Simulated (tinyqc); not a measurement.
Bowing of the band edge from disorder: coherent potential approximation for a binary alloy with a semi-elliptic band.

Site levels eA = -x d (share 1 - x) and eB = (1 - x) d (share x), so that their mean, the virtual crystal, is 0. Pure band: G0(z) = 2 (z - sqrt(z - W) sqrt(z + W))/W^2 with principal roots, density -Im G/pi per site. The medium has a self-energy S(z), G = G0(z - S), z = E + i eta. t_i = (e_i - S)/(1 - (e_i - S) G); the CPA demands <t> = (1 - x) tA + x tB = 0. Iteration: start at S = 0, set S(new) = S + <t>/(1 + <t> G), stop when |<t>| < 1e-9 eV.

Inputs chosen for the exercise: W = 4.2 eV (half width of the pure band); d = 5.54 eV (eB - eA).

For eta = 0 the CPA reads G = (1 - x)/(y - eA) + x/(y - eB) with y = E - W^2 G/4; the lower edge is the maximum of E(y) = y + W^2 G(y)/4 for y < eA. The virtual crystal puts it at -W. Second order: -W - 2 x (1 - x) d^2/W, from S = x (1 - x) d^2 G0(-W), G0(-W) = -2/W.

Lower edge (eV):
```
x        edge  edge + W  second order  (edge + W)/(x (1 - x))
0.05  -4.3997   -0.1997       -0.6942                 -4.2044
0.10  -4.5970   -0.3970       -1.3154                 -4.4110
0.25  -5.1719   -0.9719       -2.7403                 -5.1837
0.40  -5.7150   -1.5150       -3.5076                 -6.3123
0.50  -6.0530   -1.8530       -3.6538                 -7.4119
0.60  -6.3645   -2.1645       -3.5076                 -9.0188
0.75  -6.7553   -2.5553       -2.7403                -13.6284
0.90  -6.9521   -2.7521       -1.3154                -30.5784
0.95  -6.8976   -2.6976       -0.6942                -56.7921
```

second-order coefficient = -14.6150 eV

Disorder pushes the edge below the virtual crystal, most at x = 0.9 (-2752 meV). The coefficient runs from -4.204 at x = 0.05 to -56.792 eV at 0.95, against -14.615 in second order, which is only a guide at d/W = 1.32: it depends strongly on x and is largest in size where the low-lying A atoms are dilute and act as attractive impurities. For d above W/2 they bind a level, and the ratio then measures that level rather than bowing.

(tinyqc, `OMP_NUM_THREADS=1 python tinyqc.py 1480893 1480894 out.jsonl`, Intel(R) Xeon(R) Processor @ 2.30GHz, 1 thread, shared host, about 0.01 s.)
